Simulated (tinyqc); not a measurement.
Bandgap voltage reference from two bipolar transistors: output against temperature.

Two transistors of area 1 and N carry the same current I. Is(T) = Is (T/T0)^eta exp[(Vg0 q/kB)(1/T0 - 1/T)], VBE1 = Vt ln(I/Is(T)) + I rb, VBE2 = Vt ln(I/(N Is(T))) + I rb/N. The amplifier forces I R1(T) = VBE1 - VBE2 + Vos, with R(T) = R (1 + tc (T - T0)) for both resistors, and the output is Vref = VBE1 + I R2(T). Base currents and the Early effect are neglected.

Vt = kB T/q; I = (Vt ln N + Vos)/(R1(T) - rb (1 - 1/N)).

Parameters, values chosen for the exercise; values of the order met in silicon bipolar transistors: reference temperature T0 = 300 K; band-gap voltage extrapolated to 0 K Vg0 = 1.186 V; temperature exponent of the saturation current eta = 3; saturation current of the unit transistor at T0 Is = 3.2e-16 A; area ratio of the second transistor N = 4; resistor across which the difference of VBE falls, at T0 R1 = 2.5 kohm; temperature coefficient of both resistors tc = 2000 ppm/K; offset of the amplifier Vos = 0 mV; series resistance of the unit transistor rb = 14 ohm; output resistor at T0 R2 = 43.97 kohm.

Constants: q = 1.602176634e-19 C, kB = 1.380649e-23 J/K. Results are converted to the units shown.

Result of one run:
```
I (uA)  VBE1 (V)  I R2 (V)  Vref (V)  Vref - Vref(T0) (mV)  dVref/dT (uV/K)
13.85     0.6898    0.5762     1.266                -1.421            64.55
```

Which temperature T gave this result: 233, 253, 273 or 348 K?

T = 273 K.

The whole series:
```
T (K)  I (uA)  VBE1 (V)  I R2 (V)  Vref (V)  Vref - Vref(T0) (mV)  dVref/dT (uV/K)
218     12.52    0.8005    0.4604     1.261                -6.443            120.0
233     12.92    0.7706    0.4919     1.263                -4.767            103.7
253     13.41    0.7304    0.5341     1.264                -2.898            83.39
273     13.85    0.6898    0.5762     1.266                -1.421            64.55
298     14.36    0.6385    0.6288     1.267              -0.08382            42.75
323     14.82    0.5867    0.6814     1.268                0.7300            22.62
348     15.23    0.5344    0.7340     1.268                 1.059            3.919
373     15.61    0.4817    0.7866     1.268                0.9363           -13.53
398     15.96    0.4285    0.8392     1.268                0.3913           -29.90
423     16.28    0.3750    0.8918     1.267               -0.5506           -45.30
```

VBE1 falls by 2.08 mV/K on average and I R2 rises by 2.10 mV/K. The slope of Vref vanishes at T = 353 K. Between 233 and 398 K Vref spans 5.84 mV, or 27.9 ppm/K by the box method (span over the average over T, over 165 K).

Numbers from tinyqc (`OMP_NUM_THREADS=1 python tinyqc.py 2062184 2062185 out.jsonl`; about 0.02 s on one thread of a shared Intel Xeon 2.30GHz).
